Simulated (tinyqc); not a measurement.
# Contact resistivity and sheet resistance from two contact lengths

Problem. Rc = [sqrt(rc Rsh)/Wc] coth(Lc/(2 LT)), LT = sqrt(rc/Rsh), Wc = 54 nm; the second contact is twice as long as the first. Find LT, rc and Rsh.

Rc for Lc = 18 and 36 nm (ohm): [942.532900, 495.825962]

Answer. With t = tanh(Lc/(2 LT)) for the shorter contact, the resistance of the longer over that of the shorter is (1 + t^2)/2. Then sqrt(rc Rsh) = Rc t Wc, and rc and Rsh follow by multiplying and dividing by LT.

LT = 38.7 nm
rc = 4.50e-9 ohm cm^2
Rsh = 300 ohm

Numbers from tinyqc (`OMP_NUM_THREADS=1 python tinyqc.py 2170052 2170053 out.jsonl`; about 0.04 s on one thread of a shared Intel Xeon 2.30GHz).
